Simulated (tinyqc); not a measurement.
# Length offset and series resistance from crossing lines

Inverse problem. R_total = Rs + k (L - dL)/Vo with constant Rs, dL and k. Find k, dL and Rs.

R_total at (L, Vo) = (60, 0.44), (180, 0.44), (60, 0.85) and (180, 0.85), L in nm and Vo in V (ohm um): 477.68182  832.22727  411.27059  594.8

Answer. At each overdrive R is a straight line in L with slope k/Vo; the two lines cross at L = dL, R = Rs.

k = 1.300 ohm um V/nm
dL = 13.40 nm
Rs = 340.0 ohm um

tinyqc, about 0.03 s, one thread, Intel Xeon 2.30GHz (shared host): `OMP_NUM_THREADS=1 python tinyqc.py 2282088 2282089 out.jsonl`
